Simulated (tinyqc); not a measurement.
# Square on-chip spiral inductor, lumped pi model: effects of single changes

Outer diameter do = di + 2 n wd + 2 (n - 1) sp, mean da = (do + di)/2, fill p = (do - di)/(do + di), length l = 4 n da. L = 2.34 mu0 n^2 da/(1 + 2.75 p), mu0 = 4 pi 1e-7 H/m. Rs = rho l/(wd delta (1 - exp(-th/delta))), delta = sqrt(rho/(pi f mu0)). Cs = n wd^2 eps0 eo/hu across the coil. At each end Cox = l wd eps0 eo/(2 ho) leads to the substrate branch Rsi = 2 rs he/(l wd) in parallel with Csi = l wd eps0 11.7/(2 he). With one end grounded Y = 1/(Rs + i w L) + i w Cs + 1/[1/(i w Cox) + 1/(1/Rsi + i w Csi)], w = 2 pi f; Q = -Im Y/Re Y. Eddy currents in neighbouring turns and in the substrate are left out.

Values chosen for this exercise; values of the order met in silicon radio-frequency processes:
- n = 4.5 (number of turns)
- wd = 8 um (line width)
- sp = 1.5 um (space between turns)
- di = 40 um (inner diameter)
- th = 2 um (metal thickness)
- rho = 3 uohm cm (metal resistivity)
- ho = 10 um (oxide below the coil)
- hu = 1.4 um (oxide between coil and underpass)
- eo = 3.9 (relative permittivity of the oxide)
- rs = 1 ohm cm (substrate resistivity)
- he = 30 um (effective spreading depth in the substrate)
- f = 3.2 GHz (frequency)

Constants: eps0 = 8.8541878128e-12 F/m. Results are converted to the units shown.

Each table varies one quantity; the others keep the values above.

## Quality factor against frequency

Apparent inductance Im(1/Y)/w; share of the loss Re(substrate branch)/Re Y.

Quality factor against frequency:
```
f (GHz)  Rs (ohm)  w L/Rs       Q  apparent inductance (nH)  loss in the substrate (%)
0.36       3.3822  1.3503  1.3497                    2.0194                  1.0224e-4
0.59       3.5769  2.0926  2.0906                    2.0203                  5.5328e-4
0.97       3.8376  3.2066  3.1993                    2.0228                  0.0033650
1.6        4.1903  4.8441  4.8150                    2.0299                   0.021668
2.6        4.6520  7.0904  6.9748                    2.0485                    0.13288
4.2        5.2683  10.114  9.6459                    2.0984                    0.78447
6.9        6.1389  14.259  12.183                    2.2490                     4.6659
11         7.2523  19.242  11.236                    2.7221                     20.871
18         8.8482  25.808  3.1760                    5.9856                     59.963
```

Q goes from 1.35 through a maximum of 12.2 (at f = 6.9 GHz among the rows listed) to 3.18; the exact peak is 12.5 at 8.22 GHz and Q reaches zero at the self-resonance, 21.7 GHz. The share of the substrate rises from 1.02e-4 to 60.0 %, and the apparent inductance ends at 2.96 times L. At the peak the substrate takes 8.46 % of the loss. For f = 18 the coil is longer than 0.15 of a wavelength in the oxide, where one lumped section is rough.

## Effect of the line width

Same model as above.

Peak Q and its frequency from a search over f; self-resonance where Im Y = 0; Q at the given f (negative beyond resonance).

Effect of the line width:
```
wd (um)  L (nH)  do (um)  peak Q  f of the peak (GHz)  self-resonance (GHz)  Q at f
2         1.876    68.50   7.586                19.57                 65.89   2.874
4         1.873    86.50   10.13                13.03                 39.10   4.899
6         1.931    104.5   11.57                10.05                 28.02   6.586
9         2.070    131.5   12.84                7.533                 19.47   8.773
13        2.297    167.5   13.76                5.620                 13.55   11.21
18        2.611    212.5   14.31                4.211                 9.559   13.45
25        3.077    275.5   14.57                3.054                 6.554   14.53
```

As wd goes from 2 to 25, L goes from 1.88 through a minimum of 1.87 (at wd = 4 among the rows listed) to 3.08 nH, the peak Q rises from 7.59 to 14.6, its frequency falls from 19.6 to 3.05 GHz and the self-resonance falls from 65.9 to 6.55 GHz.

tinyqc, about 0.01 s, one thread, Intel Xeon 2.30GHz (shared host): `OMP_NUM_THREADS=1 python tinyqc.py 2302085 2302086 out.jsonl`
